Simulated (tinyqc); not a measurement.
Which single mass stands for the valley: donor in an ellipsoidal valley (Kohn-Luttinger variational method). Computed by tinyqc, a small Python program. Command: `OMP_NUM_THREADS=1 python tinyqc.py 3024311 3024312 out.jsonl kohnlutt walk`. One thread of a shared host (Intel(R) Xeon(R) Processor @ 2.30GHz), about 0.04 s of CPU time with the checks.

H = -(d^2/dx^2 + d^2/dy^2) - gamma d^2/dz^2 - 2/r in units built on m_t, with gamma = m_t/m_l and z along the valley axis. One valley; no valley-orbit or central-cell term.

Inputs (values chosen for the exercise, modelled on silicon): transverse mass m_t = 0.192 m_0; longitudinal mass m_l = 0.922 m_0; dielectric constant eps = 11.4.

Constants: Ry = 13.605693123 eV; a_0 = 0.529177210903 angstrom.

Method:
- Ry* = Ry m_t/eps^2, a* = a_0 eps/m_t, gamma = m_t/m_l.
- Trial function exp(-sqrt((x^2 + y^2)/a^2 + z^2/b^2)) with beta = b/a < 1: E = t/a^2 - u/a, t = (2 + gamma/beta^2)/3, u = 2 arcsin(sqrt(1 - beta^2))/sqrt(1 - beta^2); the best a is 2 t/u and E(beta) = -u^2/(4 t).
- Golden-section search on beta from 0.05 to 0.999, 60 steps.
- Gaussian basis: g = P exp(-al (x^2 + y^2) - be z^2) with P = 1 (s-like), z (2p0) or x (2p+-); al = 0.004 x 2.6^k, k = 0..11, and be/al = 1, gamma^(-1/2) or 1/gamma (36 functions); 1/r = (2/sqrt(pi)) int exp(-t^2 r^2) dt by 48 Gauss-Legendre points after t = sqrt(al_i + al_j) tan(theta); overlap eigenvalues below 1e-10 are dropped.
- A hydrogenic level is Ry m/eps^2 for one mass m; errors are against the Gaussian basis.

gamma = 0.208243

1s binding energy, Gaussian basis = 31.4935 meV

1s binding energy, trial function = 31.4513 meV

1s binding energy:

| rule | mass (m_0) | binding (meV) | error (%) |
|---|---|---|---|
| transverse mass | 0.19200 | 20.101 | -36.17 |
| conductivity mass 3/(2/m_t + 1/m_l) | 0.26084 | 27.308 | -13.29 |
| density-of-states mass (m_t^2 m_l)^(1/3) | 0.32392 | 33.912 | 7.68 |
| longitudinal mass | 0.92200 | 96.525 | 206.49 |
| trial function with a and b | - | 31.451 | -0.13 |
| mass that fits 1s | 0.30082 | 31.493 | 0.00 |

The conductivity mass, which is what a spherical trial function (a = b) gives, falls short by 13.3 %, as a restricted variational bound must; the density-of-states mass is off by +7.7 %. The mass that fits lies between the two.

Extremes, crossings and ranges named in words are read from the listed rows.
